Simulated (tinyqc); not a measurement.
Floating body of a partially depleted SOI transistor: body voltage and kink: one step of the calculation.

Source at 0 V. Channel current Ic = 2 nf K Vt^2 [F(0) - F(Vd)](1 + la Vd), F(V) = ln^2(1 + exp((Vg - VT - nf V)/(2 nf Vt))), VT = VT0 - gb Vb. Saturation voltage Vs = 2 Vt sqrt(F(0)) + 3 Vt, excess Ve = (Vd - Vs + sqrt((Vd - Vs)^2 + 0.0004 V^2))/2, multiplication M1 = Ai Ve exp(-Bl/Ve). Each junction passes D(v) = J1 (exp(v/Vt) - 1) + J2 (exp(v/(2 Vt)) - 1). Bipolar current Ib = bb J1 (exp(Vb/Vt) - 1). The body settles where M1 (Ic + Ib) = D(Vb) + D(Vb - Vd) + Vb/Rb; drain current Id = (1 + M1)(Ic + Ib) - D(Vb - Vd).

Problem. New Vb. Current into the body I_in = M1 (Ic + Ib) - D(Vb - Vd), current out I_out = D(Vb) + Vb/Rb; f = ln(I_in/I_out), s = df/dVb by central differences over 1e-5 V, Vb(new) = Vb - f/s.

Inputs (values chosen for the exercise); values of the order met in partially depleted silicon-on-insulator transistors:
```
symbol    value         unit                                                                                            meaning
T           300            K                                                                                        temperature
VT0        0.48            V                                                                     threshold at zero body voltage
gb         0.15                                                                  fall of the threshold per volt of body voltage
nf         1.22                                                                                                    slope factor
K           260  uA/(V^2 um)                                                                              gain factor per width
la         0.02          1/V                                                                   channel-length modulation factor
Ai          2.4          1/V                                                                        impact-ionisation prefactor
Bl          6.5            V                                                                          impact-ionisation voltage
J1      4.3e-12        uA/um                                                      diffusion saturation current of each junction
J2       1.9e-8        uA/um                                                  recombination saturation current of each junction
bb            0                                                 gain of the lateral bipolar transistor on the diffusion current
Rb          3e5      kohm um  resistance of a weak body tie to the source (1e9 stands for no tie, and the term is then dropped)
Vg         0.79            V                                                                                       gate voltage
Vd          2.3            V                                                                                      drain voltage
```

Constants: q = 1.602176634e-19 C, kB = 1.380649e-23 J/K, Vt = kB T/q. Results are converted to the units shown.

Vb after iteration 1 = 0.70271295 V

Find: Ic; Ve; M1; I_in; I_out; f; s; Vb after iteration 2.

Solution.

Ic = 19.24 uA/um
Ve = 1.882 V
M1 = 0.1428
I_in = 2.748 uA/um
I_out = 2.762 uA/um
f = -0.005164
s = -38.11 1/V
Vb after iteration 2 = 0.7026 V

Range of the model: The multiplication law is an empirical form chosen for the exercise; self-heating and capacitive coupling to the body are left out, and the linear laws are rough once Vb passes about 0.7 V or M1 about 0.1.

Program tinyqc, `OMP_NUM_THREADS=1 python tinyqc.py 2182049 2182050 out.jsonl`; Intel Xeon 2.30GHz, shared host, one thread, about 0.2 s.
